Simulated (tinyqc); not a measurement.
## Thin-film transistor with exponential tail and deep states, accumulation layer: transfer curve

An undoped film in accumulation, thicker than the space-charge layer. With band bending psi the Fermi level lies E0 - psi below the band edge. Free electrons n = n0 exp(psi/Vt) carry the current; electrons in two exponential distributions of traps, a = a0 exp(psi/Va) and d = d0 exp(psi/Vp), do not. Linear regime, ohmic contacts, traps in equilibrium.

Va = kB Tt/q, Vp = kB Td/q; n0 = Nc exp(-E0/Vt), a0 = Nt th(T/Tt) exp(-E0/Va), d0 = Nd th(T/Td) exp(-E0/Vp), th(x) = pi x/sin(pi x). G(psi) = sum over the three kinds of c0 [V (exp(psi/V) - 1) - psi], field F = sqrt(2 q G/(eps0 eps_r)); Vg = psi + eps0 eps_r F/Ci at the surface. Total charge Q = Ci (Vg - psi_s); free charge Qf = q times the integral of n0 (exp(psi/Vt) - 1)/F over psi from 0 to psi_s; I = (W/L) mb Qf Vd; effective mobility mb Qf/Q. The last column is d ln I/d ln Vg.

Parameters, values chosen for the exercise; values close to those of amorphous indium gallium zinc oxide: temperature T = 270 K; relative permittivity of the semiconductor eps_r = 10; density of extended states Nc = 3.5e18 cm^-3; band mobility mb = 18 cm^2/(V s); total density of tail states Nt = 3.7e18 cm^-3; characteristic temperature of the tail Tt = 360 K; total density of deep states Nd = 5.7e16 cm^-3; characteristic temperature of the deep states Td = 1490 K; bulk Fermi level below the band edge E0 = 0.65 eV; gate capacitance Ci = 60 nF/cm^2; ratio W/L WL = 10; drain voltage Vd = 0.1 V.

Constants: q = 1.602176634e-19 C, kB = 1.380649e-23 J/K, Vt = kB T/q, eps0 = 8.8541878128e-14 F/cm where lengths are in cm. Results are converted to the units shown.

Transfer curve:

| Vg (V) | E0 - psi_s (eV) | Q (nC/cm^2) | free share (%) | effective mobility (cm^2/(V s)) | I (nA) | exponent |
|---|---|---|---|---|---|---|
| 0.3 | 0.4450 | 5.703 | 2.116e-4 | 3.808e-5 | 2.172e-4 | 6.567 |
| 0.48 | 0.3424 | 10.34 | 0.005037 | 9.067e-4 | 0.009378 | 9.386 |
| 0.79 | 0.2155 | 21.33 | 0.2826 | 0.05087 | 1.085 | 8.145 |
| 1.3 | 0.1341 | 47.05 | 2.172 | 0.3909 | 18.39 | 3.898 |
| 2.1 | 0.08567 | 92.14 | 4.969 | 0.8944 | 82.41 | 2.588 |
| 3.4 | 0.04721 | 167.8 | 8.256 | 1.486 | 249.4 | 2.075 |
| 5.6 | 0.01226 | 297.7 | 12.20 | 2.195 | 653.6 | 1.812 |

The current rises from 2.17e-4 to 654 nA and the free share rises from 2.12e-4 to 12.2 %; the exponent goes from 6.57 through a maximum of 9.39 (at Vg = 0.48 V among the rows listed) to 1.81. If one kind of trap held all the charge, I would go as Q^(2 Tx/T - 1): 10.0 for the deep states, 1.67 for the tail and 1 for free electrons alone. At Vg = 5.6 V the surface Fermi level is within 2 Vt of the band edge, where the exponential forms fail. For Vg = 1.3 to 5.6 V the th form, which assumes a Fermi level far below the edge, overcounts the filled tail at the surface by more than 15 %.

Computed by the program tinyqc: `OMP_NUM_THREADS=1 python tinyqc.py 2610109 2610110 out.jsonl`, one thread of a shared Intel Xeon 2.30GHz, about 0.03 s for the whole run.
